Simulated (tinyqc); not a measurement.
# Scattering mobility, thermal velocity and mass from two apparent mobilities

Inverse problem. 1/mu_app = 1/mu_0 + 1/mu_B with the ballistic mobility mu_B = vT L/(2 Vt) and vT = sqrt(2 kB T/(pi m)) (non-degenerate carriers); the mean free path is 2 Vt mu_0/vT. Find mu_0, vT, m and the mean free path.

Inputs (values chosen for the exercise):
```
symbol  value  unit      meaning
T         273     K  temperature
```

Constants: q = 1.602176634e-19 C, kB = 1.380649e-23 J/K, m0 = 9.1093837015e-31 kg, Vt = kB T/q. Results are converted to the units shown.

apparent mobility at L = 15 and 200 nm (cm^2/(V s)): [253.37854, 2062.8113]

Answer. 1/mu_app is linear in 1/L: the slope is 2 Vt/vT and the intercept 1/mu_0.

mu_0 = 4.90e3 cm^2/(V s)
vT = 8.38e6 cm/s
m = 0.375 m0
mean free path = 275 nm

tinyqc, about 0.01 s, one thread, Intel Xeon 2.30GHz (shared host): `OMP_NUM_THREADS=1 python tinyqc.py 2380051 2380052 out.jsonl`
